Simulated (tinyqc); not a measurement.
p-type polysilicon, carrier trapping at grain boundaries: two steps of the calculation.

One-dimensional grains of size Lg, uniform ionised doping N, monovalent traps Qt at each boundary at a depth Et below (for electrons) or above (for holes) the band edge there, abrupt depletion of width W on each side of a boundary, Boltzmann statistics. xi is the distance from the band edge at the grain centre to the Fermi level. Trapped charge Qt/(1 + exp((xi + VB - Et)/Vt)) = 2 N W, barrier VB = q N W^2/(2 eps0 eps_r).

Values chosen for this exercise; values of the order met in polycrystalline silicon: temperature T = 350 K; relative permittivity eps_r = 11.7; valence-band density of states at T NB = 3.34e19 cm^-3; grain size Lg = 56 nm; trap density of a grain boundary Qt = 6.1e11 cm^-2; depth of the trap level from the majority band edge at the boundary Et = 0.39 eV; mass for thermionic emission ms = 0.36 m0; correction factor of the emission rate fe = 0.25; mobility inside the grains mug = 54 cm^2/(V s); doping N = 2.3e16 cm^-3.

Constants: q = 1.602176634e-19 C, kB = 1.380649e-23 J/K, m0 = 9.1093837015e-31 kg, Vt = kB T/q, eps0 = 8.8541878128e-14 F/cm where lengths are in cm. Results are converted to the units shown.

Problem 1. Depletion width, Fermi level and barrier. If the trap equation with xi = Vt ln(NB/N) has a root W < Lg/2, the grain is partly depleted; otherwise W = Lg/2 and the trap equation gives xi = Et - VB + Vt ln(Qt/(N Lg) - 1). N* = Qt/Lg.

Find: N*; W; xi; VB; share of traps filled.

Solution 1.

N* = 1.089e17 cm^-3
W = 28.00 nm
xi = 0.4158 V
VB = 0.01394 V
share of traps filled = 0.2111

N is 0.211 N*, and the grain is fully depleted; VB = 0.462 Vt.

Problem 2. Resistivity and effective mobility. n0 = NB exp(-xi/Vt); mean density n0 (1 - 2 W/Lg) by charge balance in a partly depleted grain, and n0 (sqrt(pi)/2) erf(u)/u with u = sqrt(VB/Vt) in a fully depleted one; v = sqrt(kB T/(2 pi ms m0)); barrier resistivity Vt exp(VB/Vt)/(q fe n0 v Lg); grain resistivity (1 - 2 W/Lg)/(q n0 mug); effective mobility 1/(q mean density total resistivity).

W = 28 nm
xi = 0.41580835 V
VB = 0.013944075 V

Wanted: n0; mean density; v; barrier resistivity; grain resistivity; resistivity; effective mobility.

Solution 2.

n0 = 3.4385e13 cm^-3
mean density = 2.9747e13 cm^-3
v = 4.8427e6 cm/s
barrier resistivity = 1282.1 ohm cm
grain resistivity = 0.0000 ohm cm
resistivity = 1282.1 ohm cm
effective mobility = 163.65 cm^2/(V s)

The resistivity is 255 times that of a single crystal with the same N and mobility mug, and the mean density is 0.129 % of N. The effective mobility exceeds mug only because drift through the depleted grain is left out.

Computed by the program tinyqc: `OMP_NUM_THREADS=1 python tinyqc.py 2830028 2830029 out.jsonl`, one thread of a shared Intel Xeon 2.30GHz, about 0.01 s for the whole run.
